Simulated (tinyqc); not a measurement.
Worked calculation: exchange-only LDA atom on a uniform radial grid, spin-unpolarised, for Be+. Computed by tinyqc, a small Python program that keeps every step. Settings: Z = 4, points = 64, R = 8.0, functional = Slater exchange alone, mixing = 0.6, iteration cap = 53. Command: `OMP_NUM_THREADS=1 python tinyqc.py 27491 27492 out.jsonl` (the two numbers bound the seeds that draw the settings). One thread of a shared host (Intel(R) Xeon(R) Processor @ 2.60GHz), about 0.02 s of CPU time with the checks. Later iterations appear only in the table of the cycle.

## Iteration 1

Spherical atom on a uniform radial grid r_j = j h with h = R/(N + 1), h sum u^2 = 1 and integrals as h times sums, u(0) = u(R) = 0 (atomic units):
```
parameter           value
Z                       4
points N               64
R                8.000000
h                0.123077
mixing           0.600000
electrons in 1s         2
electrons in 2s         1
```

Three-point differences turn -u''/2 + [l(l+1)/2r^2 - Z/r + V] u = e u into a tridiagonal matrix (diagonal 1/h^2 + potential, off-diagonal -1/2h^2). D = sum f u^2; the Hartree potential y/r solves y'' = -D/r with y(0) = 0, y(R) = N_e; v_xc comes from rho = D/(4 pi r^2); E = sum f e - int D V + int D (V_H/2 + eps_xc); V(new) = V + mixing (V_H + v_xc - V).

eigenvalues (hartree): 1s -7.566389, 2s -1.970589

Every 4th grid point:
```
r             V in     u(1s)      u(2s)         D       V_H       v_xc
0.492308  0.000000  1.118959   0.046826  2.506330  4.589291  -0.922803
0.984615  0.000000  0.335632  -0.733634  0.763517  2.730447  -0.391155
1.476923  0.000000  0.075505  -0.850207  0.734254  1.954971  -0.294644
1.969231  0.000000  0.015099  -0.646453  0.418357  1.506455  -0.201638
2.461538  0.000000  0.002831  -0.408002  0.166482  1.215236  -0.127812
2.953846  0.000000  0.000509  -0.231395  0.053544  1.014937  -0.077547
3.446154  0.000000  0.000089  -0.122389  0.014979  0.870407  -0.045764
3.938462  0.000000  0.000015  -0.061624  0.003798  0.761695  -0.026497
4.430769  0.000000  2.58e-06  -0.029912  0.000895  0.677079  -0.015130
4.923077  0.000000  4.30e-07  -0.014113  0.000199  0.609374  -0.008547
5.415385  0.000000  7.09e-08  -0.006509  0.000042  0.553977  -0.004788
5.907692  0.000000  1.16e-08  -0.002945  0.000009  0.507812  -0.002663
6.400000  0.000000  1.88e-09  -0.001309  1.71e-06  0.468750  -0.001470
6.892308  0.000000  3.04e-10  -0.000565  3.19e-07  0.435268  -0.000799
7.384615  0.000000  4.84e-11  -0.000221  4.88e-08  0.406250  -0.000408
7.876923  0.000000         0  -0.000037  1.39e-09  0.380859  -0.000119
```

total energy = -12.63669164 hartree

## Iteration 2

As before.

eigenvalues (hartree): 1s -5.021049, 2s -0.927820

Every 4th grid point:
```
r             V in     u(1s)      u(2s)         D       V_H       v_xc
0.492308  2.199893  1.136410   0.125664  2.598645  4.344253  -0.933996
0.984615  1.403575  0.417988  -0.488076  0.587646  2.601328  -0.358466
1.476923  0.996196  0.120956  -0.745092  0.584423  1.881863  -0.273060
1.969231  0.782890  0.031826  -0.720463  0.521093  1.473761  -0.216951
2.461538  0.652455  0.007949  -0.577864  0.334053  1.202790  -0.161208
2.953846  0.562434  0.001921  -0.418077  0.174796  1.010651  -0.115037
3.446154  0.494785  0.000454  -0.283438  0.080337  0.869023  -0.080107
3.938462  0.441119  0.000106  -0.183812  0.033787  0.761268  -0.054906
4.430769  0.397170  0.000024  -0.115427  0.013323  0.676952  -0.037223
4.923077  0.360496  0.000006  -0.070718  0.005001  0.609338  -0.025029
5.415385  0.329513  1.26e-06  -0.042456  0.001803  0.553967  -0.016716
5.907692  0.303090  2.83e-07  -0.025000  0.000625  0.507810  -0.011082
6.400000  0.280368  6.33e-08  -0.014359  0.000206  0.468749  -0.007259
6.892308  0.260681  1.41e-08  -0.007847  0.000062  0.435268  -0.004618
7.384615  0.243505  3.07e-09  -0.003691  0.000014  0.406250  -0.002668
7.876923  0.228444  3.68e-10  -0.000684  4.68e-07  0.380859  -0.000831
```

total energy = -13.03539602 hartree

## Convergence

Stop when input and output potentials agree to 1e-7.

Course of the cycle (hartree):
```
iteration             E      e(1s)      e(2s)  largest |V(out) - V(in)|
1          -12.63669164  -7.566389  -1.970589                  5.72e+00
2          -13.03539602  -5.021049  -0.927820                  1.70e+00
3          -13.08579335  -4.225767  -0.608464                  4.72e-01
4          -13.09141702  -3.984457  -0.504926                  1.35e-01
5          -13.09204719  -3.912543  -0.470267                  3.91e-02
6          -13.09212213  -3.891400  -0.458494                  1.16e-02
7          -13.09213163  -3.885304  -0.454475                  3.92e-03
8          -13.09213290  -3.883609  -0.453104                  1.41e-03
9          -13.09213308  -3.883171  -0.452639                  5.05e-04
10         -13.09213310  -3.883075  -0.452482                  1.81e-04
11         -13.09213311  -3.883063  -0.452430                  6.48e-05
12         -13.09213311  -3.883068  -0.452414                  2.31e-05
13         -13.09213311  -3.883073  -0.452409                  1.05e-05
14         -13.09213311  -3.883076  -0.452407                  4.74e-06
15         -13.09213311  -3.883078  -0.452407                  2.10e-06
16         -13.09213311  -3.883079  -0.452407                  9.13e-07
17         -13.09213311  -3.883079  -0.452407                  3.94e-07
18         -13.09213311  -3.883079  -0.452407                  1.73e-07
19         -13.09213311  -3.883079  -0.452407                  7.59e-08
```

Converged in 19 iterations. A uniform grid resolves the cusp poorly: for a bare nucleus this grid gives 1s at -7.56639 against -Z^2/2 = -8 hartree. Before convergence this energy mixes input and output and is not variational, so it may rise towards its limit.
